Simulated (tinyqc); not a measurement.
## Bandgap voltage reference from two bipolar transistors: effect of the temperature coefficient of both resistors

Two transistors of area 1 and N carry the same current I. Is(T) = Is (T/T0)^eta exp[(Vg0 q/kB)(1/T0 - 1/T)], VBE1 = Vt ln(I/Is(T)) + I rb, VBE2 = Vt ln(I/(N Is(T))) + I rb/N. The amplifier forces I R1(T) = VBE1 - VBE2 + Vos, with R(T) = R (1 + tc (T - T0)) for both resistors, and the output is Vref = VBE1 + I R2(T). Base currents and the Early effect are neglected.

Vt = kB T/q; I = (Vt ln N + Vos)/(R1(T) - rb (1 - 1/N)). Box coefficient: span of Vref between 233 and 398 K over its average over T and over 165 K. The last column is the R2 that gives zero slope at T0.

Values chosen for this exercise; values of the order met in silicon bipolar transistors:
- T0 = 300 K (reference temperature)
- Vg0 = 1.149 V (band-gap voltage extrapolated to 0 K)
- eta = 4.1 (temperature exponent of the saturation current)
- Is = 5.7e-18 A (saturation current of the unit transistor at T0)
- N = 24 (area ratio of the second transistor)
- R1 = 32 kohm (resistor across which the difference of VBE falls, at T0)
- Vos = 0 mV (offset of the amplifier)
- rb = 20 ohm (series resistance of the unit transistor)
- R2 = 199.4 kohm (output resistor at T0)

Constants: q = 1.602176634e-19 C, kB = 1.380649e-23 J/K. Results are converted to the units shown.

Effect of the temperature coefficient of both resistors:
```
tc (ppm/K)  I at T0 (uA)  Vref at T0 (V)  slope at T0 (uV/K)  box coefficient (ppm/K)  R2 for zero slope (kohm)
-2000              2.569           1.206              -24.60                    22.22                     202.3
-1000              2.569           1.206              -50.82                    47.89                     205.3
0                  2.569           1.206              -77.05                    72.60                     208.4
1000               2.569           1.206              -103.3                    96.13                     211.5
2000               2.569           1.206              -129.5                    118.8                     214.5
3000               2.569           1.206              -155.7                    140.9                     217.6
```

As tc goes from -2000 to 3000, Vref stays at 1.206 V and the box coefficient rises from 22.2 to 141 ppm/K.

Program tinyqc, `OMP_NUM_THREADS=1 python tinyqc.py 2062106 2062107 out.jsonl`; Intel Xeon 2.30GHz, shared host, one thread, about 0.02 s.
